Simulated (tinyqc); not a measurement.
Diffusion length from constant photovoltage.

Problem. In a thick sample with a thin depletion layer the excess density at its edge goes as flux/(1/alpha + L), so the flux needed for a fixed surface photovoltage is proportional to 1/alpha + L. Find L.

photon flux for the same photovoltage at absorption coefficients 200 and 540 1/cm (relative units): [87, 55.518519]

Answer. The line of flux against 1/alpha meets zero at -L.

slope against 1/alpha = 1.00 1/um
L = 37.0 um

Program tinyqc, `OMP_NUM_THREADS=1 python tinyqc.py 2430019 2430020 out.jsonl`; Intel Xeon 2.30GHz, shared host, one thread, about 0.01 s.
